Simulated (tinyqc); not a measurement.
G0W0 on RHF in the sto-3g basis, for BeH2, spin multiplicity 1, step by step. Computed by tinyqc, a small Python program that keeps every step (integrals from PySCF). Settings: charge = 0, multiplicity = 1, basis = sto-3g, method = RHF, energy threshold = 1e-10, iteration cap = 53, orthogonalisation = symmetric, start = atomic densities, DIIS depth = 6. Command: `OMP_NUM_THREADS=1 python tinyqc.py 31247 31248 out.jsonl` (the two numbers bound the seeds that draw the settings). One thread of a shared host (Intel(R) Xeon(R) Processor @ 2.60GHz), about 0.07 s of CPU time with the checks. The early iterations of the SCF are left out here.

## One-electron integrals

Geometry (angstrom):

| atom | x | y | z |
|---|---|---|---|
| Be | 0.000000 | 0.000000 | 0.000000 |
| H | 0.000000 | 1.487000 | 0.000000 |
| H | 0.000000 | -1.567000 | 0.000000 |

Basis sto-3g: exponents (1/bohr^2) and contraction coefficients of normalised primitives:

| element | l (shell) | exponent | coefficient |
|---|---|---|---|
| Be | s (1) | 30.167871 | 0.154329 |
| Be | s (1) | 5.495115 | 0.535328 |
| Be | s (1) | 1.487193 | 0.444635 |
| Be | s (2) | 1.314833 | -0.099967 |
| Be | s (2) | 0.305539 | 0.399513 |
| Be | s (2) | 0.099371 | 0.700115 |
| Be | p (3) | 1.314833 | 0.155916 |
| Be | p (3) | 0.305539 | 0.607684 |
| Be | p (3) | 0.099371 | 0.391957 |
| H | s (1) | 3.425251 | 0.154329 |
| H | s (1) | 0.623914 | 0.535328 |
| H | s (1) | 0.168855 | 0.444635 |

Overlap, kinetic and nuclear-attraction integrals over the contracted functions; the nuclear repulsion is the sum of Za Zb / Rab.

nuclear repulsion = 2.94755285 hartree

overlap S, lower triangle:
```
           1Be 1s    1Be 2s   1Be 2px    1Be 2py   1Be 2pz     2H 1s     3H 1s
1Be 1s   1.000000
1Be 2s   0.259517  1.000000
1Be 2px  0.000000  0.000000  1.000000
1Be 2py  0.000000  0.000000  0.000000   1.000000
1Be 2pz  0.000000  0.000000  0.000000   0.000000  1.000000
2H 1s    0.050292  0.401932  0.000000   0.481210  0.000000  1.000000
3H 1s    0.042210  0.371818  0.000000  -0.454943  0.000000  0.016284  1.000000
```

kinetic energy T (hartree), lower triangle:
```
            1Be 1s    1Be 2s   1Be 2px    1Be 2py   1Be 2pz      2H 1s     3H 1s
1Be 1s    6.693975
1Be 2s   -0.033012  0.211111
1Be 2px   0.000000  0.000000  0.660592
1Be 2py   0.000000  0.000000  0.000000   0.660592
1Be 2pz   0.000000  0.000000  0.000000   0.000000  0.660592
2H 1s    -0.013596  0.048360  0.000000   0.147557  0.000000   0.760032
3H 1s    -0.011760  0.038828  0.000000  -0.125251  0.000000  -0.006182  0.760032
```

nuclear attraction V (hartree), lower triangle:
```
             1Be 1s     1Be 2s    1Be 2px    1Be 2py    1Be 2pz      2H 1s      3H 1s
1Be 1s   -15.254662
1Be 2s    -2.079239  -2.980106
1Be 2px    0.000000   0.000000  -2.897803
1Be 2py   -0.001454  -0.008841   0.000000  -3.089354
1Be 2pz    0.000000   0.000000   0.000000   0.000000  -2.897803
2H 1s     -0.401329  -1.123800   0.000000  -1.313327   0.000000  -2.817269
3H 1s     -0.336393  -1.014052   0.000000   1.207950   0.000000  -0.053689  -2.746606
```

core Hamiltonian H = T + V (hartree), lower triangle:
```
            1Be 1s     1Be 2s    1Be 2px    1Be 2py    1Be 2pz      2H 1s      3H 1s
1Be 1s   -8.560687
1Be 2s   -2.112251  -2.768995
1Be 2px   0.000000   0.000000  -2.237211
1Be 2py  -0.001454  -0.008841   0.000000  -2.428763
1Be 2pz   0.000000   0.000000   0.000000   0.000000  -2.237211
2H 1s    -0.414924  -1.075440   0.000000  -1.165770   0.000000  -2.057238
3H 1s    -0.348153  -0.975224   0.000000   1.082699   0.000000  -0.059871  -1.986574
```

## Two-electron integrals

Functions are numbered as in S; the eight-fold symmetry (ij|kl) = (ji|kl) = (kl|ij) leaves the list below.

Two-electron integrals (ij|kl) in chemists' order, unique and non-zero (hartree):
```
(11|11) 2.298831    (21|11) 0.392036    (21|21) 0.079539    (22|11) 0.570988
(22|21) 0.143041    (22|22) 0.417683    (31|31) 0.014607    (32|31) 0.021888
(32|32) 0.092265    (33|11) 0.569578    (33|21) 0.143083    (33|22) 0.417589
(33|33) 0.449859    (41|41) 0.014607    (42|41) 0.021888    (42|42) 0.092265
(43|43) 0.024249    (44|11) 0.569578    (44|21) 0.143083    (44|22) 0.417589
(44|33) 0.401360    (44|44) 0.449859    (51|51) 0.014607    (52|51) 0.021888
(52|52) 0.092265    (53|53) 0.024249    (54|54) 0.024249    (55|11) 0.569578
(55|21) 0.143083    (55|22) 0.417589    (55|33) 0.401360    (55|44) 0.401360
(55|55) 0.449859    (61|11) 0.075028    (61|21) 0.015214    (61|22) 0.027595
(61|33) 0.027401    (61|41) 0.001345    (61|42) 0.002539    (61|44) 0.027998
(61|55) 0.027401    (61|61) 0.003052    (62|11) 0.186637    (62|21) 0.047464
(62|22) 0.151587    (62|33) 0.145784    (62|41) 0.006208    (62|42) 0.038486
(62|44) 0.163056    (62|55) 0.145784    (62|61) 0.010045    (62|62) 0.082752
(63|31) 0.004298    (63|32) 0.020264    (63|43) 0.006616    (63|63) 0.007479
(64|11) 0.201981    (64|21) 0.051984    (64|22) 0.174052    (64|33) 0.163741
(64|41) 0.010059    (64|42) 0.059799    (64|44) 0.194499    (64|55) 0.163741
(64|61) 0.011481    (64|62) 0.107942    (64|64) 0.145172    (65|51) 0.004298
(65|52) 0.020264    (65|54) 0.006616    (65|65) 0.007479    (66|11) 0.354048
(66|21) 0.091641    (66|22) 0.328349    (66|33) 0.304635    (66|41) 0.013872
(66|42) 0.111678    (66|44) 0.375507    (66|55) 0.304635    (66|61) 0.019867
(66|62) 0.228882    (66|64) 0.316623    (66|66) 0.774606    (71|11) 0.062943
(71|21) 0.012763    (71|22) 0.023156    (71|33) 0.022997    (71|41) -0.001123
(71|42) -0.002126   (71|44) 0.023484    (71|55) 0.022997    (71|61) 0.002338
(71|62) 0.007113    (71|64) 0.007519    (71|66) 0.013585    (71|71) 0.002146
(72|11) 0.167317    (72|21) 0.042607    (72|22) 0.137499    (72|33) 0.132113
(72|41) -0.005546   (72|42) -0.035382   (72|44) 0.148145    (72|55) 0.132113
(72|61) 0.007611    (72|62) 0.038323    (72|64) 0.040338    (72|66) 0.078161
(72|71) 0.007565    (72|72) 0.070151    (73|31) 0.003714    (73|32) 0.017857
(73|43) -0.005966   (73|63) 0.002614    (73|73) 0.006048    (74|11) -0.185131
(74|21) -0.047683   (74|22) -0.161167   (74|33) -0.151647   (74|41) 0.008926
(74|42) 0.054764    (74|44) -0.180041   (74|55) -0.151647   (74|61) -0.008250
(74|62) -0.041515   (74|64) -0.042492   (74|66) -0.084192   (74|71) -0.008803
(74|72) -0.093079   (74|74) 0.126864    (75|51) 0.003714    (75|52) 0.017857
(75|54) -0.005966   (75|65) 0.002614    (75|75) 0.006048    (76|11) 0.010103
(76|21) 0.002501    (76|22) 0.007088    (76|33) 0.006989    (76|41) -0.000009
(76|42) -0.000065   (76|44) 0.007282    (76|55) 0.006989    (76|61) 0.000483
(76|62) 0.002605    (76|64) 0.003020    (76|66) 0.005747    (76|71) 0.000407
(76|72) 0.002425    (76|74) -0.002892   (76|76) 0.000122    (77|11) 0.336471
(77|21) 0.087151    (77|22) 0.316205    (77|33) 0.293654    (77|41) -0.012651
(77|42) -0.106304   (77|44) 0.361020    (77|55) 0.293654    (77|61) 0.015451
(77|62) 0.083524    (77|64) 0.087566    (77|66) 0.173266    (77|71) 0.015781
(77|72) 0.209118    (77|74) -0.293343   (77|76) 0.005747    (77|77) 0.774606
```

## Orthogonalisation

S = U s U^T; symmetric (Loewdin) form X = U s^(-1/2) U^T, so that X^T S X = 1.

eigenvalues of S: 0.326313  0.427885  0.952598  1.000000  1.000000  1.625207  1.667997

X, lower triangle:
```
            1Be 1s     1Be 2s   1Be 2px    1Be 2py   1Be 2pz      2H 1s     3H 1s
1Be 1s    1.028561
1Be 2s   -0.151382   1.177895
1Be 2px   0.000000   0.000000  1.000000
1Be 2py  -0.000795   0.018383  0.000000   1.254335
1Be 2pz   0.000000   0.000000  0.000000   0.000000  1.000000
2H 1s     0.020808  -0.260868  0.000000  -0.356712  0.000000   1.218824
3H 1s     0.020724  -0.226640  0.000000   0.325847  0.000000  -0.065378  1.183000
```

## Iteration 7 (converged): orbitals

converged F (hartree), lower triangle:
```
            1Be 1s     1Be 2s   1Be 2px    1Be 2py   1Be 2pz      2H 1s      3H 1s
1Be 1s   -4.527508
1Be 2s   -1.289308  -0.600343
1Be 2px   0.000000   0.000000  0.213811
1Be 2py  -0.000065  -0.010759  0.000000  -0.161455
1Be 2pz   0.000000   0.000000  0.000000   0.000000  0.213811
2H 1s    -0.257960  -0.364145  0.000000  -0.314439  0.000000  -0.258238
3H 1s    -0.216863  -0.337963  0.000000   0.302087  0.000000  -0.019109  -0.232515
```

Diagonalise F' = X^T F X, C = X C', fill 3 alpha and 3 beta electrons from the bottom; D = 2 C_occ C_occ^T. Each column has its largest component positive (the first on a tie).

F' = X^T F X (hartree), lower triangle:
```
           1          2         3          4         5          6         7
1  -4.418173
2  -0.698757  -0.139717
3   0.000000   0.000000  0.213811
4   0.001507   0.008861  0.000000   0.221220
5   0.000000   0.000000  0.000000   0.000000  0.213811
6  -0.018838  -0.300436  0.000000  -0.405626  0.000000   0.062114
7  -0.004653  -0.274454  0.000000   0.383583  0.000000  -0.078325  0.047018
```

orbital energies (hartree): MO1 -4.530879, MO2 -0.425675, MO3 -0.381250, MO4 0.213811, MO5 0.213811, MO6 0.371785, MO7 0.738482

coefficients C:
```
               MO1        MO2        MO3       MO4        MO5        MO6        MO7
1Be 1s    0.991839  -0.210759  -0.036506  0.000000   0.000000  -0.228095  -0.013876
1Be 2s    0.031304   0.588529   0.113315  0.000000   0.000000   1.076831   0.101772
1Be 2px   0.000000   0.000000   0.000000  0.694287   0.719698   0.000000   0.000000
1Be 2py   0.000149   0.087724  -0.488983  0.000000   0.000000  -0.054968   1.247916
1Be 2pz   0.000000   0.000000   0.000000  0.719698  -0.694287   0.000000   0.000000
2H 1s    -0.003705   0.460794  -0.345507  0.000000   0.000000  -0.703671  -0.926639
3H 1s    -0.003789   0.310274   0.493153  0.000000   0.000000  -0.774346   0.789075
```

D after iteration 7, lower triangle:
```
            1Be 1s     1Be 2s   1Be 2px    1Be 2py   1Be 2pz      2H 1s     3H 1s
1Be 1s    2.058993
1Be 2s   -0.194252   0.720372
1Be 2px   0.000000   0.000000  0.000000
1Be 2py  -0.000981  -0.007553  0.000000   0.493600
1Be 2pz   0.000000   0.000000  0.000000   0.000000  0.000000
2H 1s    -0.176357   0.463846  0.000000   0.418739  0.000000   0.663440
3H 1s    -0.174308   0.476737  0.000000  -0.427851  0.000000  -0.054803  0.678969
```

Within a degenerate level the vectors are fixed only up to a rotation; this is one choice.

## Convergence

Stop when the energy changes by less than 1e-10 hartree and every element of the error matrix X^T (F D S - S D F) X is below 3e-06.

Course of the cycle:

| iteration | E (hartree) | change | largest element of the error matrix |
|---|---|---|---|
| 1 | -15.30730108 | - | 3.10e-01 |
| 2 | -15.50609582 | -1.99e-01 | 1.06e-01 |
| 3 | -15.52391685 | -1.78e-02 | 1.65e-02 |
| 4 | -15.52469172 | -7.75e-04 | 7.42e-04 |
| 5 | -15.52469259 | -8.77e-07 | 1.64e-05 |
| 6 | -15.52469260 | -6.33e-10 | 1.38e-06 |
| 7 | -15.52469260 | -4.80e-12 | 1.02e-07 |

PySCF RHF in the same basis = -15.52469260 hartree

Converged in 7 iterations.

## Integrals over molecular orbitals

(pq|rs) = sum C_ip C_jq C_kr C_ls (ij|kl), one index at a time.

one-electron integrals over orbitals h = C^T H C (hartree), lower triangle:
```
           1          2          3          4          5          6          7
1  -8.549319
2   0.207450  -2.328724
3   0.036560   0.010832  -2.256398
4   0.000000   0.000000   0.000000  -2.237211
5   0.000000   0.000000   0.000000   0.000000  -2.237211
6   0.202983  -0.223778  -0.072190   0.000000   0.000000  -1.898026
7   0.010218  -0.060941   0.302141   0.000000   0.000000   0.004539  -1.853141
```

Two-electron integrals over orbitals (pq|rs), unique and non-zero (hartree):
```
(11|11) 2.271836    (21|11) -0.185745   (21|21) 0.023595    (22|11) 0.462870
(22|21) -0.004868   (22|22) 0.400683    (31|11) -0.032013   (31|21) 0.003089
(31|22) -0.005209   (31|31) 0.005696    (32|11) 0.001470    (32|21) -0.002586
(32|22) -0.057646   (32|31) 0.010422    (32|32) 0.139770    (33|11) 0.425078
(33|21) -0.003207   (33|22) 0.369995    (33|31) 0.003286    (33|32) 0.046963
(33|33) 0.430469    (41|41) 0.015751    (42|41) 0.014747    (42|42) 0.046683
(43|41) 0.002614    (43|42) 0.005797    (43|43) 0.013790    (44|11) 0.569183
(44|21) -0.007259   (44|22) 0.356457    (44|31) -0.001209   (44|32) 0.000226
(44|33) 0.337983    (44|44) 0.449859    (51|51) 0.015751    (52|51) 0.014747
(52|52) 0.046683    (53|51) 0.002614    (53|52) 0.005797    (53|53) 0.013790
(54|54) 0.024249    (55|11) 0.569183    (55|21) -0.007259   (55|22) 0.356457
(55|31) -0.001209   (55|32) 0.000226    (55|33) 0.337983    (55|44) 0.401360
(55|55) 0.449859    (61|11) -0.191295   (61|21) 0.024532    (61|22) -0.006443
(61|31) 0.004791    (61|32) 0.000640    (61|33) -0.002814   (61|44) -0.005569
(61|55) -0.005569   (61|61) 0.026079    (62|11) 0.128379    (62|21) -0.006001
(62|22) -0.021946   (62|31) -0.000406   (62|32) 0.017576    (62|33) -0.035334
(62|44) 0.062900    (62|55) 0.062900    (62|61) -0.004890   (62|62) 0.079158
(63|11) 0.035931    (63|21) -0.001129   (63|22) 0.031015    (63|31) -0.000825
(63|32) -0.084164   (63|33) -0.039333   (63|44) 0.018302    (63|55) 0.018302
(63|61) -0.001152   (63|62) 0.007762    (63|63) 0.089610    (64|41) 0.016200
(64|42) 0.045722    (64|43) 0.009109    (64|64) 0.049452    (65|51) 0.016200
(65|52) 0.045722    (65|53) 0.009109    (65|65) 0.049452    (66|11) 0.462785
(66|21) -0.006798   (66|22) 0.374384    (66|31) -0.000092   (66|32) 0.011605
(66|33) 0.395160    (66|44) 0.354740    (66|55) 0.354740    (66|61) -0.006390
(66|62) -0.026466   (66|63) -0.015459   (66|66) 0.397486    (71|11) -0.011193
(71|21) 0.003299    (71|22) 0.006387    (71|31) -0.009354   (71|32) -0.016907
(71|33) -0.006278   (71|44) -0.000215   (71|55) -0.000215   (71|61) 0.000528
(71|62) -0.000999   (71|63) -0.000103   (71|66) -0.002159   (71|71) 0.018739
(72|11) 0.032189    (72|21) -0.000335   (72|22) -0.016759   (72|31) -0.004357
(72|32) 0.038493    (72|33) 0.007383    (72|44) 0.014470    (72|55) 0.014470
(72|61) -0.001360   (72|62) 0.025599    (72|63) -0.057112   (72|66) -0.001091
(72|71) 0.007940    (72|72) 0.060749    (73|11) -0.144956   (73|21) 0.004184
(73|22) -0.000083   (73|31) -0.000423   (73|32) -0.001855   (73|33) 0.017076
(73|44) -0.066834   (73|55) -0.066834   (73|61) 0.003328    (73|62) -0.072580
(73|63) -0.025414   (73|66) 0.020630    (73|71) 0.002064    (73|72) -0.011993
(73|73) 0.082821    (74|41) 0.001098    (74|42) 0.005539    (74|43) -0.012539
(74|64) 0.002231    (74|74) 0.017049    (75|51) 0.001098    (75|52) 0.005539
(75|53) -0.012539   (75|65) 0.002231    (75|75) 0.017049    (76|11) -0.002096
(76|21) 0.001929    (76|22) 0.049929    (76|31) -0.009751   (76|32) -0.130107
(76|33) -0.049746   (76|44) 0.000697    (76|55) 0.000697    (76|61) -0.000989
(76|62) -0.014208   (76|63) 0.089921    (76|66) -0.015254   (76|71) 0.016137
(76|72) -0.048803   (76|73) -0.001021   (76|76) 0.135478    (77|11) 0.551003
(77|21) -0.007434   (77|22) 0.411741    (77|31) -0.002331   (77|32) -0.019961
(77|33) 0.414222    (77|44) 0.379845    (77|55) 0.379845    (77|61) -0.007850
(77|62) -0.023195   (77|63) 0.009460    (77|66) 0.412512    (77|71) 0.001096
(77|72) -0.009653   (77|73) -0.002119   (77|76) 0.014850    (77|77) 0.461469
```

## Screening: direct RPA

With D = e_a - e_i and K = (ia|jb): diagonalise D^(1/2) (D + 4K) D^(1/2) = Z w^2 Z^T; X + Y = D^(1/2) Z w^(-1/2), each column of Z with its largest component positive (the first on a tie); E_c = (sum w - tr (D + 2K)) / 2.

D^(1/2) (D + 4K) D^(1/2) (hartree^2), lower triangle:
```
           1>4        1>5        1>6        1>7       2>4       2>5        2>6        2>7
1>4  22.811009
1>5   0.000000  22.811009
1>6   0.000000   0.000000  24.547540
1>7   0.000000   0.000000   0.010741  28.161132
2>4   0.102749   0.000000   0.000000   0.000000  0.528354
2>5   0.000000   0.102749   0.000000   0.000000  0.000000  0.528354
2>6   0.000000   0.000000  -0.038674  -0.008196  0.000000  0.000000   0.888445
2>7   0.000000   0.000000  -0.013001   0.078657  0.000000  0.000000   0.098659   1.638147
3>4   0.017568   0.000000   0.000000   0.000000  0.014304  0.000000   0.000000   0.000000
3>5   0.000000   0.017568   0.000000   0.000000  0.000000  0.014304   0.000000   0.000000
3>6   0.000000   0.000000  -0.008857  -0.000819  0.000000  0.000000   0.024060  -0.213895
3>7   0.000000   0.000000   0.031189   0.020056  0.000000  0.000000  -0.274338  -0.054770

          3>4       3>5        3>6       3>7
3>4  0.386922
3>5  0.000000  0.386922
3>6  0.000000  0.000000   0.836980
3>7  0.000000  0.000000  -0.093348  1.624746
```

excitation energies w (hartree): 0.620876  0.620876  0.727531  0.727531  0.874016  0.892718  1.286339  1.331327  4.776138  4.776138  4.954556  5.306733

X + Y:
```
             1          2          3          4          5          6          7          8
1>4  -0.000896   0.000000  -0.011918   0.000019   0.000000   0.000000   0.000000   0.000000
1>5   0.000000  -0.000896  -0.000019  -0.011918   0.000000   0.000000   0.000000   0.000000
1>6   0.000000   0.000000   0.000000   0.000000  -0.000485   0.002614  -0.001349  -0.003515
1>7   0.000000   0.000000   0.000000   0.000000  -0.002026  -0.000157  -0.005506   0.002315
2>4  -0.100874  -0.000030   0.932886  -0.001486   0.000000   0.000000   0.000000   0.000000
2>5   0.000030  -0.100874   0.001486   0.932886   0.000000   0.000000   0.000000   0.000000
2>6   0.000000   0.000000   0.000000   0.000000  -0.413794   0.796617  -0.097326  -0.227824
2>7   0.000000   0.000000   0.000000   0.000000   0.298167   0.034910   0.713785  -0.568304
3>4   0.974142   0.000292   0.089889  -0.000143   0.000000   0.000000   0.000000   0.000000
3>5  -0.000292   0.974142   0.000143   0.089889   0.000000   0.000000   0.000000   0.000000
3>6   0.000000   0.000000   0.000000   0.000000   0.801068   0.389979  -0.204636   0.043647
3>7   0.000000   0.000000   0.000000   0.000000  -0.031701   0.368679   0.552139   0.674317

            9        10         11         12
1>4  0.000000  0.996691   0.000000   0.000000
1>5  0.996691  0.000000   0.000000   0.000000
1>6  0.000000  0.000000   0.994742   0.002856
1>7  0.000000  0.000000  -0.003064   0.996463
2>4  0.000000  0.001687   0.000000   0.000000
2>5  0.001687  0.000000   0.000000   0.000000
2>6  0.000000  0.000000  -0.000663  -0.000117
2>7  0.000000  0.000000  -0.000283   0.001387
3>4  0.000000  0.000278   0.000000   0.000000
3>5  0.000278  0.000000   0.000000   0.000000
3>6  0.000000  0.000000  -0.000146  -0.000021
3>7  0.000000  0.000000   0.000656   0.000347
```

RPA correlation energy = -0.04465444 hartree

Within a degenerate level the vectors are fixed only up to a rotation; this is one choice.

## G0W0 on Hartree-Fock: HOMO

W(p,q,m) = sqrt2 sum_ia (pq|ia) (X+Y)_ia,m; Sigma_c(x) = sum_(i,m) W^2/(x - e_i + w_m) + sum_(a,m) W^2/(x - e_a - w_m); solve x = e_p + Sigma_c(x) by Newton steps; Z = 1/(1 - dSigma/dx); 1 hartree = 27.211386 eV.

The 12 largest terms at x = e_p (hartree; W for the signs of X + Y given):

| q | m | W | term |
|---|---|---|---|
| 2 | 5 | -0.089271 | 0.008677 |
| 6 | 7 | -0.104495 | -0.005354 |
| 7 | 8 | 0.110425 | -0.004975 |
| 6 | 5 | 0.074034 | -0.003369 |
| 3 | 6 | -0.052240 | 0.003057 |
| 2 | 7 | 0.059477 | 0.002658 |
| 7 | 7 | 0.069886 | -0.002030 |
| 7 | 6 | -0.053182 | -0.001405 |
| 2 | 8 | -0.043622 | 0.001383 |
| 6 | 6 | 0.042091 | -0.001077 |
| 3 | 7 | 0.037087 | 0.001069 |
| 2 | 6 | -0.025677 | 0.000704 |

Newton steps (hartree):

| step | x | Sigma_c(x) | Z |
|---|---|---|---|
| 0 | -0.381250 | -0.000689 | 0.972842 |
| 1 | -0.381920 | -0.000670 | 0.972824 |
| 2 | -0.381920 | -0.000670 | 0.972824 |

quasiparticle energy of the HOMO = -10.392581 eV

Hartree-Fock value = -10.374339 eV

## G0W0 on Hartree-Fock: LUMO

As before.

The 12 largest terms at x = e_p (hartree; W for the signs of X + Y given):

| q | m | W | term |
|---|---|---|---|
| 4 | 8 | -0.094474 | -0.006704 |
| 6 | 3 | 0.061206 | -0.004231 |
| 2 | 3 | 0.062077 | 0.002819 |
| 4 | 6 | 0.046803 | -0.002454 |
| 4 | 7 | -0.051522 | -0.002064 |
| 7 | 1 | -0.018066 | -0.000285 |
| 3 | 1 | 0.018168 | 0.000271 |
| 6 | 10 | 0.022948 | -0.000107 |
| 2 | 10 | 0.020900 | 0.000081 |
| 1 | 3 | 0.019522 | 0.000070 |
| 3 | 3 | 0.009357 | 0.000066 |
| 4 | 5 | -0.006972 | -0.000056 |

Newton steps (hartree):

| step | x | Sigma_c(x) | Z |
|---|---|---|---|
| 0 | 0.213811 | -0.012622 | 0.983330 |
| 1 | 0.201400 | -0.012413 | 0.983615 |
| 2 | 0.201398 | -0.012413 | 0.983615 |

quasiparticle energy of the LUMO = 5.480316 eV

Hartree-Fock value = 5.818092 eV
